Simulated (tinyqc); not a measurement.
## p-i-n power rectifier, conductivity modulation at high injection: forward voltage and stored charge against the high-level lifetime

A drift layer from x = -d to d (2 d = W) between ideal p+ and n+ emitters (no recombination in them). High injection, n = p, ambipolar diffusion with one lifetime; both mobilities scale as (T/300 K)^(-bt).

Triangular field at breakdown with Ec = Kc N^(1/8): BV = eps0 eps_r Ec^2/(2 q N), so N = (eps0 eps_r Kc^2/(2 q BV))^(4/3); W = 2 BV/Ec; mu = mud (T/300 K)^(-bt); rho = 1/(q mu N); ideal resistance rho W. Da = 2 mun mup Vt/(mun + mup), La = sqrt(Da tau), B = (mun - mup)/(mun + mup) with mun = mud (T/300 K)^(-bt), mup likewise; n(x) = (tau J/(2 q La)) [cosh(x/La)/sinh(d/La) - B sinh(x/La)/cosh(d/La)]. Ohmic drop: integral of J/(q (mun + mup) n); diffusion (Dember) drop Vt B ln(n(-d)/n(d)); both junctions together Vt ln(n(-d) n(d)/ni^2), ni = sqrt(Nc Nv) exp(-Eg/(2 Vt)), Eg in volts; V_F = the sum; stored charge q times the integral of n. Integrals on a fine grid. Peak reverse current if all stored charge left in a linear ramp without recombination (an upper bound): sqrt(2 a Q). Rows where n falls below the doping are left out.

Inputs (values chosen for the exercise); bulk values close to those of 4H silicon carbide:
- T = 400 K (temperature)
- eps_r = 9.53 (relative permittivity)
- Kc = 22300 V/cm per (cm^-3)^(1/8) (critical-field constant)
- BV = 1800 V (rated breakdown voltage of the drift layer)
- mud = 806 cm^2/(V s) (drift mobility at 300 K)
- bt = 2.4 (temperature exponent of the drift mobility)
- mup = 104 cm^2/(V s) (hole mobility at 300 K)
- Eg = 3.14 eV (band gap)
- Nc = 2.62e19 cm^-3 (conduction-band density of states at T)
- Nv = 3.85e19 cm^-3 (valence-band density of states at T)
- J = 200 A/cm^2 (forward current density)
- a = 61 A/(cm^2 us) (ramp rate of the current at turn-off)

Constants: q = 1.602176634e-19 C, kB = 1.380649e-23 J/K, Vt = kB T/q, eps0 = 8.8541878128e-14 F/cm where lengths are in cm. Results are converted to the units shown.

The same in every row: J rho W (V) = 0.8037.

Forward voltage and stored charge against the high-level lifetime:
columns A: tau (s); B: d/La; C: drift drop, ohmic and diffusion (V); D: junction drops (V); E: V_F (V); F: Q (uC/cm^2); G: sqrt(2 a Q) (A/cm^2); H: lowest n over N
```
A             B         C      D      E      F      G      H
1.1e-7    1.438    0.1120  2.744  2.856  22.00  51.81  6.463
2.3e-7   0.9946   0.05588  2.790  2.846  46.00  74.91  17.81
4.7e-7   0.6958   0.02923  2.835  2.865  94.00  107.1  43.10
9.8e-7   0.4819   0.01483  2.883  2.898  196.0  154.6  99.19
2.1e-6   0.3292  0.007183  2.934  2.941  420.0  226.4  224.1
4.3e-6   0.2300  0.003576  2.982  2.985  860.0  323.9  470.4
9e-6     0.1590  0.001726  3.032  3.034   1800  468.6  997.0
1.9e-5   0.1094  8.217e-4  3.083  3.084   3800  680.9   2118
3.9e-5  0.07638  4.013e-4  3.133  3.133   7800  975.5   4359
```

V_F goes from 2.86 through a minimum of 2.85 (at tau = 2.3e-7 among the rows listed) to 3.13 V; the drift drop falls from 0.112 to 4.01e-4 V and the junction drops rise from 2.74 to 3.13 V. The minimum falls at d/La = 0.99: a short lifetime starves the middle of the layer, a long one raises the edge densities and with them the junction drops. Where n exceeds a few 1e17 cm^-3, emitter and Auger recombination, left out here, lower n and change V_F.

Numbers from tinyqc (`OMP_NUM_THREADS=1 python tinyqc.py 2230025 2230026 out.jsonl`; about 0.01 s on one thread of a shared Intel Xeon 2.30GHz).
